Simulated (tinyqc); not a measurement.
Worked calculation: MP2 on RHF in the 6-311g basis, for HeH+, spin multiplicity 1. Computed by tinyqc, a small Python program that keeps every step (integrals from PySCF). Settings: charge = 1, multiplicity = 1, basis = 6-311g, method = RHF, energy threshold = 1e-10, iteration cap = 52, orthogonalisation = canonical, start = core, DIIS depth = 6. Command: `OMP_NUM_THREADS=1 python tinyqc.py 28650 28651 out.jsonl` (the two numbers bound the seeds that draw the settings). One thread of a shared host (Intel(R) Xeon(R) Processor @ 2.60GHz), about 0.1 s of CPU time with the checks. The early iterations of the SCF are left out here.

## One-electron integrals

Geometry (angstrom):
```
atom        x        y        z
He    0.00000  0.00000  0.00000
H     0.00000  0.00000  0.89800
```

Basis 6-311g: exponents (1/bohr^2) and contraction coefficients of normalised primitives:
```
element  l (shell)  exponent  coefficient
He           s (1)  98.12430      0.02875
He           s (1)  14.76890      0.20806
He           s (1)   3.31883      0.83764
He           s (2)   0.87405      1.00000
He           s (3)   0.24456      1.00000
H            s (1)  33.86500      0.02549
H            s (1)   5.09479      0.19037
H            s (1)   1.15879      0.85216
H            s (2)   0.32584      1.00000
H            s (3)   0.10274      1.00000
```

Overlap, kinetic and nuclear-attraction integrals over the contracted functions; the nuclear repulsion is the sum of Za Zb / Rab.

nuclear repulsion = 1.1785684 hartree

overlap S:
```
         1He 1s   1He 2s   1He 3s    2H 1s    2H 2s    2H 3s
1He 1s  1.00000  0.68047  0.32860  0.05290  0.16711  0.13617
1He 2s  0.68047  1.00000  0.75157  0.21355  0.42354  0.36883
1He 3s  0.32860  0.75157  1.00000  0.34198  0.65856  0.70811
2H 1s   0.05290  0.21355  0.34198  1.00000  0.70638  0.37366
2H 2s   0.16711  0.42354  0.65856  0.70638  1.00000  0.78896
2H 3s   0.13617  0.36883  0.70811  0.37366  0.78896  1.00000
```

kinetic energy T (hartree):
```
          1He 1s    1He 2s   1He 3s     2H 1s    2H 2s    2H 3s
1He 1s   6.85710   1.43947  0.22560  -0.10141  0.06385  0.03297
1He 2s   1.43947   1.31107  0.43087  -0.00041  0.16416  0.08377
1He 3s   0.22560   0.43087  0.36685   0.12728  0.20198  0.13234
2H 1s   -0.10141  -0.00041  0.12728   2.30435  0.54912  0.10635
2H 2s    0.06385   0.16416  0.20198   0.54912  0.48876  0.18488
2H 3s    0.03297   0.08377  0.13234   0.10635  0.18488  0.15411
```

nuclear attraction V (hartree):
```
          1He 1s    1He 2s    1He 3s     2H 1s     2H 2s     2H 3s
1He 1s  -7.89557  -3.86582  -1.72870  -0.25211  -0.87465  -0.70316
1He 2s  -3.86582  -3.57218  -2.23185  -0.68123  -1.28809  -1.04887
1He 3s  -1.72870  -2.23185  -2.11265  -0.95215  -1.45995  -1.31836
2H 1s   -0.25211  -0.68123  -0.95215  -3.28944  -1.89063  -0.95253
2H 2s   -0.87465  -1.28809  -1.45995  -1.89063  -2.02736  -1.40465
2H 3s   -0.70316  -1.04887  -1.31836  -0.95253  -1.40465  -1.36401
```

core Hamiltonian H = T + V (hartree):
```
          1He 1s    1He 2s    1He 3s     2H 1s     2H 2s     2H 3s
1He 1s  -1.03847  -2.42634  -1.50310  -0.35352  -0.81080  -0.67019
1He 2s  -2.42634  -2.26111  -1.80098  -0.68164  -1.12393  -0.96510
1He 3s  -1.50310  -1.80098  -1.74580  -0.82487  -1.25797  -1.18602
2H 1s   -0.35352  -0.68164  -0.82487  -0.98510  -1.34151  -0.84618
2H 2s   -0.81080  -1.12393  -1.25797  -1.34151  -1.53860  -1.21977
2H 3s   -0.67019  -0.96510  -1.18602  -0.84618  -1.21977  -1.20990
```

## Two-electron integrals

Functions are numbered as in S; the eight-fold symmetry (ij|kl) = (ji|kl) = (kl|ij) leaves the list below.

Two-electron integrals (ij|kl) in chemists' order, unique and non-zero (hartree):
```
(11|11) 2.39512   (21|11) 1.34734   (21|21) 0.79871   (22|11) 1.35841
(22|21) 0.86385   (22|22) 1.05493   (31|11) 0.61412   (31|21) 0.36863
(31|22) 0.40680   (31|31) 0.17071   (32|11) 0.84271   (32|21) 0.54701
(32|22) 0.70042   (32|31) 0.25942   (32|32) 0.47668   (33|11) 0.76703
(33|21) 0.51024   (33|22) 0.69758   (33|31) 0.24418   (33|32) 0.49473
(33|33) 0.55802   (41|11) 0.08877   (41|21) 0.05454   (41|22) 0.06250
(41|31) 0.02542   (41|32) 0.04038   (41|33) 0.03866   (41|41) 0.00479
(42|11) 0.19943   (42|21) 0.13222   (42|22) 0.17771   (42|31) 0.06317
(42|32) 0.12397   (42|33) 0.13381   (42|41) 0.01311   (42|42) 0.05260
(43|11) 0.23467   (43|21) 0.15810   (43|22) 0.22322   (43|31) 0.07601
(43|32) 0.16119   (43|33) 0.18706   (43|41) 0.01567   (43|42) 0.07349
(43|43) 0.11511   (44|11) 0.58872   (44|21) 0.40008   (44|22) 0.58144
(44|31) 0.19304   (44|32) 0.42870   (44|33) 0.51794   (44|41) 0.04094
(44|42) 0.22423   (44|43) 0.37995   (44|44) 1.39303   (51|11) 0.30860
(51|21) 0.18570   (51|22) 0.20577   (51|31) 0.08606   (51|32) 0.13142
(51|33) 0.12393   (51|41) 0.01380   (51|42) 0.03499   (51|43) 0.04187
(51|44) 0.10683   (51|51) 0.04445   (52|11) 0.45563   (52|21) 0.29689
(52|22) 0.38371   (52|31) 0.14099   (52|32) 0.26249   (52|33) 0.27494
(52|41) 0.02464   (52|42) 0.08282   (52|43) 0.11029   (52|44) 0.30552
(52|51) 0.07417   (52|52) 0.15678   (53|11) 0.46435   (53|21) 0.31013
(53|22) 0.42893   (53|31) 0.14864   (53|32) 0.30664   (53|33) 0.35208
(53|41) 0.02665   (53|42) 0.10618   (53|43) 0.15882   (53|44) 0.47270
(53|51) 0.07856   (53|52) 0.18936   (53|53) 0.26135   (54|11) 0.41354
(54|21) 0.28034   (54|22) 0.40412   (54|31) 0.13512   (54|32) 0.29655
(54|33) 0.35714   (54|41) 0.02791   (54|42) 0.14237   (54|43) 0.23770
(54|44) 0.82297   (54|51) 0.07434   (54|52) 0.20624   (54|53) 0.31689
(54|54) 0.50970   (55|11) 0.55268   (55|21) 0.37288   (55|22) 0.53140
(55|31) 0.17942   (55|32) 0.38817   (55|33) 0.46872   (55|41) 0.03437
(55|42) 0.15728   (55|43) 0.25730   (55|44) 0.82290   (55|51) 0.09666
(55|52) 0.25494   (55|53) 0.38886   (55|54) 0.54303   (55|55) 0.64411
(61|11) 0.25019   (61|21) 0.15070   (61|22) 0.16728   (61|31) 0.06986
(61|32) 0.10690   (61|33) 0.10090   (61|41) 0.01067   (61|42) 0.02685
(61|43) 0.03230   (61|44) 0.08222   (61|51) 0.03550   (61|52) 0.05885
(61|53) 0.06228   (61|54) 0.05743   (61|55) 0.07572   (61|61) 0.02867
(62|11) 0.38573   (62|21) 0.25185   (62|22) 0.32727   (62|31) 0.11969
(62|32) 0.22463   (62|33) 0.23678   (62|41) 0.01944   (62|42) 0.06293
(62|43) 0.08348   (62|44) 0.22653   (62|51) 0.06145   (62|52) 0.12752
(62|53) 0.15292   (62|54) 0.15531   (62|55) 0.19932   (62|61) 0.04957
(62|62) 0.10727   (63|11) 0.44877   (63|21) 0.30065   (63|22) 0.41985
(63|31) 0.14427   (63|32) 0.30240   (63|33) 0.35404   (63|41) 0.02400
(63|42) 0.09085   (63|43) 0.13430   (63|44) 0.38694   (63|51) 0.07436
(63|52) 0.17560   (63|53) 0.24069   (63|54) 0.26511   (63|55) 0.34300
(63|61) 0.05996   (63|62) 0.14785   (63|63) 0.23577   (64|11) 0.21773
(64|21) 0.14745   (64|22) 0.21198   (64|31) 0.07104   (64|32) 0.15536
(64|33) 0.18702   (64|41) 0.01451   (64|42) 0.07249   (64|43) 0.12055
(64|44) 0.41126   (64|51) 0.03897   (64|52) 0.10707   (64|53) 0.16422
(64|54) 0.25776   (64|55) 0.27987   (64|61) 0.03016   (64|62) 0.08110
(64|63) 0.13850   (64|64) 0.13079   (65|11) 0.40658   (65|21) 0.27423
(65|22) 0.39094   (65|31) 0.13194   (65|32) 0.28598   (65|33) 0.34805
(65|41) 0.02429   (65|42) 0.10721   (65|43) 0.17430   (65|44) 0.54368
(65|51) 0.07021   (65|52) 0.18222   (65|53) 0.27797   (65|54) 0.36577
(65|55) 0.45267   (65|61) 0.05546   (65|62) 0.14542   (65|63) 0.25284
(65|64) 0.18980   (65|65) 0.32514   (66|11) 0.42280   (66|21) 0.28577
(66|22) 0.41047   (66|31) 0.13762   (66|32) 0.30234   (66|33) 0.37638
(66|41) 0.02392   (66|42) 0.10115   (66|43) 0.16325   (66|44) 0.49402
(66|51) 0.07186   (66|52) 0.18364   (66|53) 0.28130   (66|54) 0.34012
(66|55) 0.44599   (66|61) 0.05750   (66|62) 0.15150   (66|63) 0.27038
(66|64) 0.17804   (66|65) 0.33178   (66|66) 0.36168
```

## Orthogonalisation

S = U s U^T; canonical form X = U s^(-1/2), so that X^T S X = 1. Each column of U has its largest component positive (the first on a tie).

eigenvalues of S: 0.08418  0.12055  0.37475  0.70042  1.37867  3.34144

X:
```
               1         2         3         4         5        6
1He 1s  -0.75192  -0.59288   0.90095   0.42682   0.54729  0.13980
1He 2s   1.81365   1.08328  -0.69100   0.03905   0.40791  0.22705
1He 3s  -1.75619  -1.18301  -0.73855  -0.42293   0.07474  0.26479
2H 1s    0.65103  -1.02559  -0.29909   0.85933  -0.36035  0.17958
2H 2s   -1.35292   1.94863   0.34553   0.09471  -0.28246  0.26073
2H 3s    1.63915  -0.72236   0.79056  -0.56368  -0.21022  0.24049
```

## Iteration 7 (converged): orbitals

converged F (hartree):
```
          1He 1s    1He 2s    1He 3s     2H 1s     2H 2s     2H 3s
1He 1s   0.76045  -1.60983  -1.29462  -0.44045  -0.77855  -0.64925
1He 2s  -1.60983  -1.18490  -1.13437  -0.58837  -0.81770  -0.69840
1He 3s  -1.29462  -1.13437  -0.90492  -0.57686  -0.74455  -0.64289
2H 1s   -0.44045  -0.58837  -0.57686   0.11518  -0.67208  -0.53622
2H 2s   -0.77855  -0.81770  -0.74455  -0.67208  -0.70229  -0.62291
2H 3s   -0.64925  -0.69840  -0.64289  -0.53622  -0.62291  -0.54266
```

Diagonalise F' = X^T F X, C = X C', fill 1 alpha and 1 beta electrons from the bottom; D = 2 C_occ C_occ^T. Each column has its largest component positive (the first on a tie).

F' = X^T F X (hartree):
```
          1         2         3         4         5         6
1   2.44768   0.93333  -2.04792  -0.31254  -0.66584  -0.01418
2   0.93333   2.17593  -1.26692  -1.28309  -0.28246  -0.04400
3  -2.04792  -1.26692   2.38080   0.84231   1.09277   0.00593
4  -0.31254  -1.28309   0.84231   0.89298   0.19867  -0.19215
5  -0.66584  -0.28246   1.09277   0.19867  -0.09766  -0.51189
6  -0.01418  -0.04400   0.00593  -0.19215  -0.51189  -1.29001
```

orbital energies (hartree): MO1 -1.54443, MO2 -0.32424, MO3 0.01241, MO4 0.53452, MO5 1.94266, MO6 5.88879

coefficients C:
```
             MO1       MO2       MO3       MO4       MO5       MO6
1He 1s   0.25550  -0.11008  -0.00033  -0.14046   0.03587  -1.45995
1He 2s   0.50859  -0.21378  -0.00991  -1.19816  -0.28037   1.82788
1He 3s   0.26197  -0.61688   0.05730   1.97627   0.12835  -0.95352
2H 1s    0.10835   0.20140  -0.13243   0.09114  -1.54344  -0.07284
2H 2s    0.13648   0.60427  -1.26344  -0.02793   1.98030  -0.03551
2H 3s   -0.02612   0.64040   1.51483  -0.81880  -0.89158   0.28725
```

D after iteration 7:
```
          1He 1s    1He 2s    1He 3s     2H 1s     2H 2s     2H 3s
1He 1s   0.13056   0.25989   0.13387   0.05536   0.06974  -0.01334
1He 2s   0.25989   0.51733   0.26647   0.11021   0.13883  -0.02656
1He 3s   0.13387   0.26647   0.13726   0.05677   0.07151  -0.01368
2H 1s    0.05536   0.11021   0.05677   0.02348   0.02958  -0.00566
2H 2s    0.06974   0.13883   0.07151   0.02958   0.03726  -0.00713
2H 3s   -0.01334  -0.02656  -0.01368  -0.00566  -0.00713   0.00136
```

## Convergence

Stop when the energy changes by less than 1e-10 hartree and every element of the error matrix X^T (F D S - S D F) X is below 3e-06.

Course of the cycle:
```
iteration  E (hartree)     change  largest element of the error matrix
1           -2.7966451          -                             4.96e-01
2           -2.9094660  -1.13e-01                             4.51e-02
3           -2.9105140  -1.05e-03                             4.12e-03
4           -2.9105248  -1.08e-05                             1.97e-04
5           -2.9105249  -4.04e-08                             1.77e-05
6           -2.9105249  -2.89e-10                             1.33e-06
7           -2.9105249  -1.31e-12                             1.83e-08
```

PySCF RHF in the same basis = -2.9105249 hartree

Converged in 7 iterations.

## Integrals over molecular orbitals

(pq|rs) = sum C_ip C_jq C_kr C_ls (ij|kl), one index at a time.

one-electron integrals over orbitals h = C^T H C (hartree):
```
          1         2         3         4         5         6
1  -2.54466   0.15258   0.02517   0.22275   0.01256   0.15735
2   0.15258  -1.24918   0.19612  -0.21163   0.08077  -0.09501
3   0.02517   0.19612  -0.70616  -0.08178  -0.15685   0.00935
4   0.22275  -0.21163  -0.08178  -0.57269   0.04300  -0.33618
5   0.01256   0.08077  -0.15685   0.04300   0.89470  -0.00813
6   0.15735  -0.09501   0.00935  -0.33618  -0.00813   3.80061
```

Two-electron integrals over orbitals (pq|rs), unique and non-zero (hartree):
```
(11|11) 1.00023     (21|11) -0.15258    (21|21) 0.09429     (22|11) 0.50962
(22|21) 0.04328     (22|22) 0.53845     (31|11) -0.02517    (31|21) -0.03120
(31|22) -0.05777    (31|31) 0.02676     (32|11) -0.11366    (32|21) -0.01937
(32|22) -0.11019    (32|31) 0.02737     (32|32) 0.06462     (33|11) 0.37266
(33|21) 0.02412     (33|22) 0.38068     (33|31) -0.02828    (33|32) -0.05496
(33|33) 0.31376     (41|11) -0.22275    (41|21) 0.07563     (41|22) -0.03304
(41|31) 0.00029     (41|32) 0.00435     (41|33) -0.00638    (41|41) 0.11403
(42|11) 0.14363     (42|21) -0.01394    (42|22) 0.06645     (42|31) -0.01668
(42|32) -0.03438    (42|33) 0.03267     (42|41) -0.04285    (42|42) 0.04126
(43|11) 0.04103     (43|21) -0.03377    (43|22) -0.03267    (43|31) 0.02015
(43|32) 0.00331     (43|33) -0.00997    (43|41) -0.00248    (43|42) -0.00210
(43|43) 0.03794     (44|11) 0.61062     (44|21) -0.07476    (44|22) 0.38288
(44|31) -0.00087    (44|32) -0.06310    (44|33) 0.31684     (44|41) -0.08192
(44|42) 0.06087     (44|43) 0.04566     (44|44) 0.46312     (51|11) -0.01256
(51|21) -0.02032    (51|22) -0.03835    (51|31) 0.01743     (51|32) 0.02926
(51|33) -0.02256    (51|41) -0.00646    (51|42) -0.01102    (51|43) 0.01036
(51|44) -0.00400    (51|51) 0.02995     (52|11) -0.05054    (52|21) -0.02360
(52|22) -0.05150    (52|31) 0.02930     (52|32) 0.04960     (52|33) -0.03475
(52|41) -1.15e-05   (52|42) -0.02828    (52|43) 0.01347     (52|44) -0.01612
(52|51) 0.04736     (52|52) 0.09093     (53|11) 0.08714     (53|21) 0.03410
(53|22) 0.11084     (53|31) -0.03472    (53|32) -0.05857    (53|33) 0.06072
(53|41) 0.00018     (53|42) 0.03258     (53|43) -0.01746    (53|44) 0.04291
(53|51) -0.04067    (53|52) -0.07010    (53|53) 0.07515     (54|11) -0.02473
(54|21) -0.01128    (54|22) -0.03995    (54|31) 0.01218     (54|32) 0.02390
(54|33) -0.02024    (54|41) 0.00087     (54|42) -0.00805    (54|43) 0.00547
(54|44) -0.01405    (54|51) 0.02011     (54|52) 0.03057     (54|53) -0.02970
(54|54) 0.01742     (55|11) 0.53896     (55|21) 0.10438     (55|22) 0.62305
(55|31) -0.10400    (55|32) -0.17873    (55|33) 0.43700     (55|41) -0.00379
(55|42) 0.10059     (55|43) -0.05466    (55|44) 0.39312     (55|51) -0.10678
(55|52) -0.17637    (55|53) 0.22108     (55|54) -0.08356    (55|55) 0.92937
(61|11) -0.15735    (61|21) 0.06176     (61|22) -0.02580    (61|31) 0.00079
(61|32) 0.00025     (61|33) 0.00031     (61|41) 0.10958     (61|42) -0.04143
(61|43) 0.00159     (61|44) -0.06622    (61|51) -0.00336    (61|52) 0.00191
(61|53) -0.00008    (61|54) 0.00419     (61|55) -0.00094    (61|61) 0.20044
(62|11) 0.07839     (62|21) -0.03177    (62|22) -0.00270    (62|31) -0.00053
(62|32) 0.00555     (62|33) -0.00471    (62|41) -0.05120    (62|42) 0.01661
(62|43) 0.00136     (62|44) 0.02972     (62|51) 0.00400     (62|52) 0.00122
(62|53) -0.00444    (62|54) 0.00091     (62|55) -0.01634    (62|61) -0.07821
(62|62) 0.03703     (63|11) -0.00428    (63|21) 0.00120     (63|22) 0.01042
(63|31) -0.00008    (63|32) -0.00119    (63|33) 0.00184     (63|41) -0.00098
(63|42) -0.00116    (63|43) -0.00741    (63|44) -0.00584    (63|51) -0.00142
(63|52) -0.00095    (63|53) 0.00198     (63|54) -0.00158    (63|55) 0.00885
(63|61) -0.00117    (63|62) -0.00280    (63|63) 0.00519     (64|11) 0.22288
(64|21) -0.06862    (64|22) 0.04692     (64|31) -0.00185    (64|32) -0.01349
(64|33) 0.01543     (64|41) -0.10333    (64|42) 0.04617     (64|43) 0.00465
(64|44) 0.09386     (64|51) 0.00309     (64|52) -0.00659    (64|53) 0.00818
(64|54) -0.00275    (64|55) 0.03059     (64|61) -0.13405    (64|62) 0.05817
(64|63) 0.00135     (64|64) 0.11873     (65|11) 0.00238     (65|21) 0.00428
(65|22) 0.00791     (65|31) -0.00226    (65|32) -0.00667    (65|33) 0.00485
(65|41) 0.00441     (65|42) 0.00152     (65|43) 0.00011     (65|44) 0.00301
(65|51) -0.00354    (65|52) -0.00955    (65|53) 0.00786     (65|54) -0.00380
(65|55) 0.02202     (65|61) 0.00749     (65|62) -0.00390    (65|63) 0.00040
(65|64) -0.00468    (65|65) 0.00363     (66|11) 1.14431     (66|21) -0.22983
(66|22) 0.50165     (66|31) -0.01125    (66|32) -0.10063    (66|33) 0.35760
(66|41) -0.32312    (66|42) 0.17334     (66|43) 0.05239     (66|44) 0.67672
(66|51) 0.00118     (66|52) -0.03781    (66|53) 0.06859     (66|54) -0.02199
(66|55) 0.48306     (66|61) -0.36427    (66|62) 0.16239     (66|63) -0.00347
(66|64) 0.36935     (66|65) -0.00678    (66|66) 1.57114
```

## Second-order Moller-Plesset energy

Hartree-Fock energy = -2.9105249 hartree

E2 = sum_ijab (ia|jb) [2 (ia|jb) - (ib|ja)] / (e_i + e_j - e_a - e_b) over occupied i, j and virtual a, b; the opposite-spin part is (ia|jb)^2 / denominator, the rest is same-spin, and SCS-MP2 scales them by 6/5 and 1/3.

Terms:
```
i  j  a  b   (ia|jb)   (ib|ja)  denominator       term
1  1  2  2   0.09429   0.09429     -2.44038   -0.00364
1  1  4  4   0.11403   0.11403     -4.15790   -0.00313
1  1  6  6   0.20044   0.20044    -14.86645   -0.00270
1  1  2  4   0.07563   0.07563     -3.29914   -0.00173
1  1  4  2   0.07563   0.07563     -3.29914   -0.00173
1  1  6  4   0.10958   0.10958     -9.51218   -0.00126
1  1  4  6   0.10958   0.10958     -9.51218   -0.00126
1  1  2  6   0.06176   0.06176     -8.65342   -0.00044
1  1  6  2   0.06176   0.06176     -8.65342   -0.00044
1  1  2  3  -0.03120  -0.03120     -2.77703   -0.00035
1  1  3  2  -0.03120  -0.03120     -2.77703   -0.00035
1  1  3  3   0.02676   0.02676     -3.11368   -0.00023
1  1  5  5   0.02995   0.02995     -6.97419   -0.00013
1  1  5  2  -0.02032  -0.02032     -4.70729   -0.00009
1  1  2  5  -0.02032  -0.02032     -4.70729   -0.00009
1  1  3  5   0.01743   0.01743     -5.04394   -0.00006
1  1  5  3   0.01743   0.01743     -5.04394   -0.00006
1  1  5  4  -0.00646  -0.00646     -5.56605  -7.49e-06
1  1  4  5  -0.00646  -0.00646     -5.56605  -7.49e-06
1  1  6  5  -0.00336  -0.00336    -10.92032  -1.03e-06
1  1  5  6  -0.00336  -0.00336    -10.92032  -1.03e-06
1  1  6  3   0.00079   0.00079     -8.99007  -6.95e-08
1  1  3  6   0.00079   0.00079     -8.99007  -6.95e-08
1  1  4  3   0.00029   0.00029     -3.63579  -2.28e-08
1  1  3  4   0.00029   0.00029     -3.63579  -2.28e-08
```

Pair energies (hartree; pair i-j sums ij and ji):
```
pair  opposite spin  same spin
1-1        -0.01772          0
```

MP2 correlation energy = -0.0177197 hartree

SCS-MP2 correlation energy = -0.0212636 hartree

MP2 total energy = -2.9282446 hartree
